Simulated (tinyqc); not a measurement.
Inside a calculation. Method: Ewald sum of point charges, fluorite lattice. Computed by tinyqc, a small Python program that keeps every step. Command: `OMP_NUM_THREADS=1 python tinyqc.py 30473 30474 out.jsonl` (the two numbers bound the seeds that draw the settings). One thread of a shared host (Intel(R) Xeon(R) Processor @ 2.60GHz), about 0.05 s of CPU time with the checks.

## Ewald sum with eta = 0.345 1/bohr

cell vectors (rows) (bohr):
```
          1         2         3
1  0.000000  4.800000  4.800000
2  4.800000  0.000000  4.800000
3  4.800000  4.800000  0.000000
```

Charges:
```
q                f1        f2        f3
2.000000   0.000000  0.000000  0.000000
-1.000000  0.250000  0.250000  0.250000
-1.000000  0.750000  0.750000  0.750000
```

Real space: 1/2 sum q_i q_j erfc(eta r)/r over all images with r > 0; reciprocal space: (2 pi/V) sum_(G != 0) exp(-G^2/4 eta^2)/G^2 |S(G)|^2 with S(G) = sum q exp(i G.r); self term -eta/sqrt(pi) sum q^2; background -pi Q^2/(2 V eta^2), Q the total charge.

Real-space shells (first ones):
```
r (bohr)   pairs  sum (hartree)
4.156922      16      -0.163745
4.800000      12       0.023980
6.788225      36       0.004913
7.959899      48      -0.000620
8.313844      16       0.000048
9.600000      18       0.000005
10.461357     48      -1.52e-06
10.733126     48       3.65e-07
11.757551     72       5.92e-08
12.470766     64      -6.00e-09
13.576450     36       9.27e-11
14.198591     96      -2.90e-11
```

Reciprocal shells (first ones that count):
```
G^2 (1/bohr^2)  vectors  sum (hartree)
1.285105              8       0.047575
1.713473              6       0.043532
4.712051             24       0.000029
5.140419              8       0.000014
8.138997             24       1.26e-08
8.567365             24       1.95e-08
```

## The total does not depend on eta

The same sums for other eta.

Totals (hartree per cell):
```
eta            real  reciprocal       self  background        total
0.345000  -0.135421    0.091150  -1.167872    0.000000  -1.21214325
0.567000  -0.003155    0.710385  -1.919373    0.000000  -1.21214325
0.642000  -0.000602    0.961717  -2.173258    0.000000  -1.21214325
```

shortest distance = 4.156922 bohr

Madelung constant -E d / (formula units |q+ q-|) = 2.519392
